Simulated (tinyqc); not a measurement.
One-electron ion in a basis of Gaussians, step by step. One step of it, computed by the program tinyqc.

Problem. Generalised eigenproblem. Solve H C = S C e through S^(-1/2); each column has its largest component positive (the first on a tie).

H = T + V (hartree), lower triangle:
```
           1          2          3          4          5          6           7
1  -0.768750
2  -0.736709  -1.006897
3  -0.491202  -0.939700  -0.676969
4  -0.259799  -0.704734  -0.525070   2.258672
5  -0.122061  -0.410063  -0.733346   2.631030  14.807733
6  -0.054368  -0.203096  -0.570353   0.309306  15.790880  60.018047
7  -0.023643  -0.093009  -0.318981  -0.524225   5.572872  62.766916  212.025633
```

S, lower triangle:
```
          1         2         3         4         5         6         7
1  1.000000
2  0.679534  1.000000
3  0.256205  0.679676  1.000000
4  0.072429  0.256136  0.679418  1.000000
5  0.018377  0.072434  0.256065  0.679557  1.000000
6  0.004495  0.018380  0.072418  0.256172  0.679597  1.000000
7  0.001086  0.004495  0.018373  0.072440  0.256155  0.679528  1.000000
```

Give: eigenvalues of S; eigenvalues; coefficients.

Solution.

eigenvalues of S: 0.058  0.131  0.298  0.627  1.188  1.966  2.732

eigenvalues (hartree): -1.125  -0.477  0.639  5.826  25.087  91.419  321.091

coefficients:
```
       1       2       3       4       5       6       7
1  0.154   1.242  -0.791   0.291   0.123  -0.056   0.026
2  0.642  -0.650   1.734  -0.878  -0.378   0.172  -0.080
3  0.302  -0.226  -1.397   1.657   0.844  -0.385   0.177
4  0.056  -0.046   0.015  -1.642  -1.566   0.802  -0.368
5  0.009  -0.006  -0.047   0.161   1.708  -1.493   0.748
6  0.001  -0.001   0.005  -0.053  -0.221   1.688  -1.374
7  0.000   0.000  -0.002   0.007   0.045  -0.188   1.503
```

For Z = 3 and l = 1 the exact lowest level is -Z^2/(2 n^2) with n = l + 1: -1.125000 hartree.
